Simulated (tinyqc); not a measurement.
Growth of a silicide layer between metal and silicon: linear-parabolic kinetics, ramp anneals and Kissinger analysis. Inputs raised by 5 %, one at a time. Computed by tinyqc, a small Python program. Command: `OMP_NUM_THREADS=1 python tinyqc.py 3007867 3007868 out.jsonl silicide sens`. One thread of a shared host (Intel(R) Xeon(R) Processor @ 2.30GHz), about 0.1 s of CPU time with the checks.

One compound layer of thickness x grows by diffusion through itself and reaction at an interface, dx/dt = 1/(2x/K + 1/v), until the metal is used up at x = a h.

Inputs (values chosen for the exercise, modelled on CoSi2):

| quantity | value | unit |
|---|---|---|
| metal thickness h | 4.6 | nm |
| silicide formed per metal thickness a | 3.52 | - |
| prefactor of the parabolic constant K | 1.6e+13 | nm^2/s |
| activation energy E of K | 2.23 | eV |
| prefactor of the interface velocity v | 4.9e+13 | nm/s |
| activation energy E_v | 2.45 | eV |
| temperature T | 580 | C |
| time t | 390 | s |

Constants: k_B = 8.617333262e-05 eV/K.

Method:
- The silicide ends at the thickness a h.
- K = K0 exp(-E/(k_B T)), v = v0 exp(-E_v/(k_B T)).
- Temperatures in kelvin are T(C) + 273.15.
- x^2/K + x/v = t, so x = (K/(2v)) [sqrt(1 + 4 v^2 t/K) - 1], capped at a h; completion time t_c = (a h)^2/K + a h/v, a h being the final thickness; crossover thickness K/v.

Runs:

| input moved | from | to | completion time (s) | thickness at time t (nm) | crossover thickness (nm) |
|---|---|---|---|---|---|
| base run | - | - | 342 | 16.19 | 6.51 |
| metal thickness h (nm) | 4.6 | 4.83 | 372 | 17.00 | 6.51 |
| prefactor of the parabolic constant K (nm^2/s) | 1.6e+13 | 1.68e+13 | 331 | 16.19 | 6.83 |
| activation energy E of K (eV) | 2.23 | 2.3415 | 1211 | 8.90 | 1.43 |
| prefactor of the interface velocity v (nm/s) | 4.9e+13 | 5.145e+13 | 338 | 16.19 | 6.20 |
| activation energy E_v (eV) | 2.45 | 2.5725 | 764 | 9.52 | 34.45 |
| time t (s) | 390 | 409.5 | 342 | 16.19 | 6.51 |

Exponents ln(y'/y) / ln(x'/x):

| input | completion time | thickness at time t | crossover thickness |
|---|---|---|---|
| metal thickness h | 1.718 | 1.000 | 0.000 |
| prefactor of the parabolic constant K | -0.708 | 0.000 | 1.000 |
| activation energy E of K | 25.892 | -12.268 | -31.085 |
| prefactor of the interface velocity v | -0.282 | 0.000 | -1.000 |
| activation energy E_v | 16.444 | -10.877 | 34.151 |
| time t | 0.000 | 0.000 | 0.000 |

To which inputs is each result most sensitive?

Among the inputs moved here: completion time answers most in size to activation energy E of K (exponent +25.892), next to activation energy E_v (+16.444); its exponent is below 0.0005 for time t. Thickness at time t answers most in size to activation energy E of K (exponent -12.268), next to activation energy E_v (-10.877); its exponent is below 0.0005 for prefactor of the parabolic constant K, prefactor of the interface velocity v, time t. Its exponent 0.000 in time t: the metal is used up. Crossover thickness answers most in size to activation energy E_v (exponent +34.151), next to activation energy E of K (-31.085); its exponent is below 0.0005 for metal thickness h, time t.

Caution (all rows): a disilicide really forms through metal-rich phases and by nucleation, not as one layer from the metal.

Extremes, crossings and ranges named in words are read from the listed rows.
